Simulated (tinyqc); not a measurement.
Energy and delay of logic against supply voltage: two steps of the calculation.

One expression serves below and above threshold: I(Vg) = Ik [ln(1 + exp((Vg - VT + dd V)/(al nf Vt)))]^al, with I_on = I(V) and I_off = I(0). Gate delay td = kd C V/I_on, clock period LD td. Per gate and cycle the switching energy is act C V^2 and the leakage energy I_off V LD td. No short-circuit current, no variation. Minima are sought above 0.09 V; below a few Vt gates no longer switch and the model has no meaning.

Parameters, values chosen for the exercise; values of the order met in logic technologies:

| symbol | value | unit | meaning |
|---|---|---|---|
| T | 378 | K | temperature |
| VT | 0.19 | V | threshold voltage at zero drain bias |
| nf | 1.12 |  | slope factor |
| dd | 0.1 |  | barrier lowering per volt of supply |
| Ik | 1.6 | uA | specific current of a gate |
| al | 1.58 |  | exponent of the current law |
| C | 1.4 | fF | load capacitance of a gate |
| kd | 1.1 |  | delay factor |
| LD | 12 |  | logic depth |
| act | 0.05 |  | activity factor |
| V | 1.09 | V | supply voltage |

Constants: q = 1.602176634e-19 C, kB = 1.380649e-23 J/K, Vt = kB T/q. Results are converted to the units shown.

Question 1. Currents, delay and energies. I_on, I_off, td, clock frequency 1/(LD td), both energies and their sum.

Find: I_on; I_off; td; clock frequency; switching energy; leakage energy; energy.

Answer 1.

I_on = 147.33 uA
I_off = 145.62 nA
td = 11.393 ps
clock frequency = 7.3143 GHz
switching energy = 83.167 aJ
leakage energy = 21.701 aJ
energy = 104.87 aJ

I_on/I_off = 1010; leakage makes up 20.7 % of the energy.

Question 2. New V. Minimum-energy supply: E(V) is the energy per gate and cycle; with h = 0.001 V, E' = (E(V + h) - E(V - h))/(2 h), E'' = (E(V - h) - 2 E(V) + E(V + h))/h^2, V(new) = V - E'/E''.

V after iteration 2 = 0.22420058 V

Give: E'; E''; V after iteration 3.

Answer 2.

E' = -0.0312 aJ/V
E'' = 618 aJ/V^2
V after iteration 3 = 0.224 V

Numbers from tinyqc (`OMP_NUM_THREADS=1 python tinyqc.py 2082191 2082192 out.jsonl`; about 0.01 s on one thread of a shared Intel Xeon 2.30GHz).
